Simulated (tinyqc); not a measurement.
## Energy and delay of logic against supply voltage: energy and delay against supply voltage

One expression serves below and above threshold: I(Vg) = Ik [ln(1 + exp((Vg - VT + dd V)/(al nf Vt)))]^al, with I_on = I(V) and I_off = I(0). Gate delay td = kd C V/I_on, clock period LD td. Per gate and cycle the switching energy is act C V^2 and the leakage energy I_off V LD td. No short-circuit current, no variation. Minima are sought above 0.09 V; below a few Vt gates no longer switch and the model has no meaning.

EDP = energy times td.

Parameters, values chosen for the exercise; values of the order met in logic technologies:
```
symbol,value,unit,meaning
T,378,K,temperature
VT,0.4,V,threshold voltage at zero drain bias
nf,1.09,,slope factor
dd,0.02,,barrier lowering per volt of supply
Ik,0.35,uA,specific current of a gate
al,1.71,,exponent of the current law
C,0.87,fF,load capacitance of a gate
kd,1.1,,delay factor
LD,40,,logic depth
act,0.05,,activity factor
```

Constants: q = 1.602176634e-19 C, kB = 1.380649e-23 J/K, Vt = kB T/q. Results are converted to the units shown.

Results:
```
V (V)  I_on (uA)  I_off (nA)   td (ps)  switching (aJ)  leakage (aJ)  energy (aJ)  EDP (fJ ps)
0.16   4.3662e-4   0.0048969  3.5069e5          1.1136        10.991       12.104       4244.9
0.28    0.012348   0.0052391     21701          3.4104        1.2733       4.6837       101.64
0.39     0.17881   0.0055737    2087.3          6.6163       0.18149       6.7978       14.189
0.51      1.2540   0.0059632    389.22          11.314      0.047348       11.362       4.4222
0.62      3.5081   0.0063440    169.13          16.721      0.026610       16.748       2.8326
0.85      11.461   0.0072208    70.975          31.429      0.017425       31.446       2.2319
0.97      17.063   0.0077252    54.404          40.929      0.016307       40.945       2.2276
1.08      22.986   0.0082186    44.965          50.738      0.015965       50.754       2.2822
1.2       30.261   0.0087927    37.950          62.640      0.016017       62.656       2.3778
```

Estimate the missing row, V = 0.74 V.

Computed row:
```
V (V)  I_on (uA)  I_off (nA)  td (ps)  switching (aJ)  leakage (aJ)  energy (aJ)  EDP (fJ ps)
0.74      7.1695   0.0067873   98.777          23.821      0.019845       23.840       2.3549
```

With this row back in the table: td falls from 3.51e5 to 37.9 ps; the energy goes from 12.1 through a minimum of 4.68 (at V = 0.28 V among the rows listed) to 62.7 aJ and the EDP goes from 4240 through a minimum of 2.23 (at V = 0.97 V among the rows listed) to 2.38 fJ ps. The exact minima lie at V = 0.280 V for the energy and 0.912 V for the EDP. Going from 1.2 V to the energy minimum saves a factor of 13.4 in energy and costs a factor of 573 in delay. Below the minimum the leakage energy rises faster than the switching energy falls, because the clock period grows so steeply.

tinyqc, about 0.01 s, one thread, Intel Xeon 2.30GHz (shared host): `OMP_NUM_THREADS=1 python tinyqc.py 2082183 2082184 out.jsonl`
